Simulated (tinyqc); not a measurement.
Grain growth, pinning, strength and diffusional creep of a polycrystal or thin film: one step, computed by the program tinyqc. Command: `OMP_NUM_THREADS=1 python tinyqc.py 3014246 3014247 out.jsonl grain walk`. One thread of a shared host (Intel(R) Xeon(R) Processor @ 2.30GHz), about 0.01 s of CPU time with the checks.

One mean grain size d describes the structure.

Problem. Diffusional creep at T_c. Nabarro-Herring rate = 14 sigma Omega D_l/(k_B T d^2), D_l = D0 exp(-Q_l/(k_B T)); Coble rate = 14 pi sigma Omega delta D_b/(k_B T d^3), delta D_b = delta D0b exp(-Q_b/(k_B T)); they are equal at d_x = pi delta D_b/D_l.

Inputs (values chosen for the exercise, modelled on gold):
```
quantity                         value        unit
atomic volume Omega              16.96  angstrom^3
anneal temperature T               528           K
lattice diffusion energy Q_l      1.88          eV
boundary diffusion energy Q_b    0.883          eV
lattice prefactor D0             5e-05       m^2/s
boundary prefactor delta D0b   6.7e-15       m^3/s
applied stress sigma               250         MPa
service temperature T_c            542           K
```

grain size d = 221.0262 nm

Constants: k_B = 1.380649e-23 J/K; k_B = 8.617333262e-05 eV/K.

Give: Nabarro-Herring rate; Coble rate; crossover size d_x; time to 1 % strain.

Solution.

Nabarro-Herring rate = 2.681e-08 1/s

Coble rate = 0.09522 1/s

crossover size d_x = 7.850e+05 micrometre

time to 1 % strain = 0.1050 s

Boundary diffusion carries the creep, by a factor 3.6e6. Caution: sigma Omega is not small against k_B T, as the linear creep laws assume. Caution: T_c is above the anneal temperature, so the grains would go on growing in service.
